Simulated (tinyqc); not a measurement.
Band edges of strained Si(1-x)Ge(x) on relaxed Si(1-y)Ge(y): one step. Conduction valleys of the layer. Two cases, with inputs chosen for the exercise.

Question. Give the hydrostatic shifts, the uniaxial shifts and the edges.

A valley with unit axis u lies at Ev + gap + (av + a_valley) tr(e) + Xu (u.e.u - tr(e)/3); the Delta axes are x, y, z and the L axes [111], [1-1-1], [-11-1], [-1-11]. The second-order shift of the Delta valleys under shear is left out; it lowers the pair normal to the sheared plane by tens of meV at a shear of 1 %.

Give: hydrostatic shifts of Delta and L; uniaxial shifts; valley edges.

Case 1.

Interpolated values (a in angstrom, C11, C12, C44 in GPa, all else in eV):
```
symbol       layer      buffer
a         5.520482    5.628370
Dso       0.144040    0.253840
av        1.955700    1.402200
b        -2.296800   -2.512800
d        -5.020400   -5.218400
C11     151.185000  132.510000
C12      57.045000   50.070000
C44      74.698000   69.208000
Ev        0.278800    0.584800
ED        1.029689    0.952118
EL        1.507360    0.920560
aD        1.519300    1.397800
aL       -2.979900   -2.705400
XuD       9.412600    9.349600
XuL      15.363500   15.071000
```

strain tensor in the cubic axes, rows x, y, z and columns alike:
```
[[0.01954313, 0.00000000, 0.00000000],
 [0.00000000, 0.01954313, 0.00000000],
 [0.00000000, 0.00000000, -0.01474799]]
```

Answer.

hydrostatic shifts of Delta and L (eV): [0.0846, -0.0249]

uniaxial shifts (eV): Delta x 0.1076, Delta y 0.1076, Delta z -0.2152, L [111] 0.0000, L [1-1-1] 0.0000, L [-11-1] 0.0000, L [-1-11] 0.0000

valley edges (eV): Delta x 1.5007, Delta y 1.5007, Delta z 1.1779, L [111] 1.7612, L [1-1-1] 1.7612, L [-11-1] 1.7612, L [-1-11] 1.7612

The lowest set is Delta2 (the digit counts whole valleys) at 1.1779 eV; the Delta valleys spread over 323 meV and the L valleys over 0 meV.

Case 2.

Interpolated values (a in angstrom, C11, C12, C44 in GPa, all else in eV):
```
symbol       layer      buffer
a         5.429000    5.534962
Dso       0.044000    0.163560
av        2.430000    1.851800
b        -2.100000   -2.320500
d        -4.780000   -5.044600
C11     166.600000  147.294000
C12      63.200000   55.556000
C44      80.000000   73.630000
Ev        0.000000    0.308700
ED        1.165000    1.006010
EL        2.010000    1.392600
aD        1.730000    1.534000
aL       -3.190000   -3.013600
XuD       8.970000    9.121900
XuL      16.280000   15.574400
```

strain tensor in the cubic axes, rows x, y, z and columns alike:
```
[[0.01951787, 0.00000000, 0.00000000],
 [0.00000000, 0.01951787, 0.00000000],
 [0.00000000, 0.00000000, -0.01480827]]
```

Answer.

hydrostatic shifts of Delta and L (eV): [0.1008, -0.0184]

uniaxial shifts (eV): Delta x 0.1026, Delta y 0.1026, Delta z -0.2053, L [111] 0.0000, L [1-1-1] 0.0000, L [-11-1] 0.0000, L [-1-11] 0.0000

valley edges (eV): Delta x 1.3684, Delta y 1.3684, Delta z 1.0605, L [111] 1.9916, L [1-1-1] 1.9916, L [-11-1] 1.9916, L [-1-11] 1.9916

The lowest set is Delta2 (the digit counts whole valleys) at 1.0605 eV; the Delta valleys spread over 308 meV and the L valleys over 0 meV.

Computed by tinyqc, one run a case: `OMP_NUM_THREADS=1 python tinyqc.py N N+1 out.jsonl` with N = 1080671, 1080710; one thread of a shared Intel(R) Xeon(R) Processor @ 2.30GHz, about 0.01 s a run at most.
